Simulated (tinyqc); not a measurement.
Inside a calculation. Method: CCSD on RHF in the 6-31g basis, for H3+, spin multiplicity 1. One step of it, computed by the program tinyqc.

Problem. Iteration 6 (converged): orbitals. Diagonalise F' = X^T F X, C = X C', fill 1 alpha and 1 beta electrons from the bottom; D = 2 C_occ C_occ^T. Each column has its largest component positive (the first on a tie).

converged F (hartree), lower triangle:
```
           1H 1s      1H 2s      2H 1s      2H 2s      3H 1s      3H 2s
1H 1s  -0.521315
1H 2s  -0.841062  -0.804478
2H 1s  -0.571723  -0.581366  -0.292855
2H 2s  -0.646357  -0.645379  -0.622639  -0.593506
3H 1s  -0.571723  -0.581366  -0.161892  -0.314082  -0.292855
3H 2s  -0.646357  -0.645379  -0.314082  -0.436981  -0.622639  -0.593506
```

X:
```
               1          2          3          4          5         6
1H 1s  -0.793102   0.000000   0.396381   1.127906   0.000000  0.218915
1H 2s   3.778635   0.000000  -0.526716   0.014599   0.000000  0.287456
2H 1s   0.242156  -0.814546   0.832154  -0.398466   0.499983  0.168308
2H 2s  -2.094365   1.164561  -0.453984  -0.246461   0.349710  0.237324
3H 1s   0.242156   0.814546   0.832154  -0.398466  -0.499983  0.168308
3H 2s  -2.094365  -1.164561  -0.453984  -0.246461  -0.349710  0.237324
```

Give: F' = X^T F X; orbital energies; coefficients C; D after iteration 6.

Solution.

F' = X^T F X (hartree), lower triangle:
```
         1        2        3        4        5        6
1   0.4801
2   0.0000   0.5724
3   0.0173   0.0000   0.5199
4  -0.4651   0.0000  -0.1373   0.4407
5   0.0000  -0.2044   0.0000   0.0000  -0.3196
6  -0.0200   0.0000  -0.1774  -0.1474   0.0000  -0.9960
```

orbital energies (hartree): MO1 -1.0379, MO2 -0.3642, MO3 0.0015, MO4 0.5269, MO5 0.6170, MO6 0.9541

coefficients C:
```
          MO1      MO2      MO3      MO4      MO5      MO6
1H 1s  0.3653   0.0000   0.2777  -0.6344   0.0000  -1.2220
1H 2s  0.4085   0.0000   2.4778   1.5132   0.0000   2.4581
2H 1s  0.2297   0.3148  -0.0438  -0.6878  -0.9024   0.6407
2H 2s  0.0424   0.5899  -1.6858  -0.0637   1.0632  -1.3645
3H 1s  0.2297  -0.3148  -0.0438  -0.6878   0.9024   0.6407
3H 2s  0.0424  -0.5899  -1.6858  -0.0637  -1.0632  -1.3645
```

D after iteration 6, lower triangle:
```
        1H 1s   1H 2s   2H 1s   2H 2s   3H 1s   3H 2s
1H 1s  0.2669
1H 2s  0.2985  0.3338
2H 1s  0.1678  0.1877  0.1055
2H 2s  0.0310  0.0347  0.0195  0.0036
3H 1s  0.1678  0.1877  0.1055  0.0195  0.1055
3H 2s  0.0310  0.0347  0.0195  0.0036  0.0195  0.0036
```
